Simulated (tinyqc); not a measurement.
Short-channel transistor, virtual-source model with series resistance: one step of the calculation.

The current per gate width is the charge at the top of the source barrier (the virtual source) times its velocity times a saturation function; al and be are fitting constants of the model. Units: I in uA/um, Rs in ohm um, so I Rs = 1e-6 I Rs in volts; Q in uC/cm^2, so I = 1e-4 Q vx0 Fsat with vx0 in cm/s.

Question. What the series resistance costs. Intrinsic voltages Vg' = Vgs - I Rs, Vd' = Vds - 2 I Rs. n = n0 + nd Vd', VT = VT0 - dl Vd', Ff = 1/(1 + exp((Vg' - VT + al Vt/2)/(al Vt))), Q = Cinv n Vt ln(1 + exp((Vg' - VT + al Vt Ff)/(n Vt))), Vdsat = (vx0 L/mu)(1 - Ff) + Vt Ff, Fsat = u/(1 + u^be)^(1/be) with u = Vd'/Vdsat, and I = Q vx0 Fsat per width. I0 is the current for Rs = 0. Effective velocity I/Q; transit time L Q/I.

Values chosen for this exercise: temperature T = 250 K; inversion capacitance Cinv = 1.82 uF/cm^2; velocity at the virtual source vx0 = 3.04e7 cm/s; apparent mobility mu = 190 cm^2/(V s); channel length L = 25 nm; threshold at zero drain voltage VT0 = 0.296 V; drain-induced barrier lowering dl = 0.094 V/V; subthreshold factor n0 = 1.11; growth of n with drain voltage nd = 0.05 1/V; threshold shift (in units of Vt) from weak to strong inversion al = 3.5; sharpness of saturation be = 2; series resistance of each contact Rs = 200 ohm um; gate voltage Vgs = 0.56 V; drain voltage Vds = 0.05 V.

Constants: q = 1.602176634e-19 C, kB = 1.380649e-23 J/K, Vt = kB T/q. Results are converted to the units shown.

converged I = 73.466491 uA/um
I0 = 188.23507 uA/um

Give: loss against I0; effective velocity; transit time.

Answer.

loss against I0 = 60.971 %
effective velocity = 1.5965e6 cm/s
transit time = 1.5659 ps

tinyqc, about 0.01 s, one thread, Intel Xeon 2.30GHz (shared host): `OMP_NUM_THREADS=1 python tinyqc.py 2380045 2380046 out.jsonl`
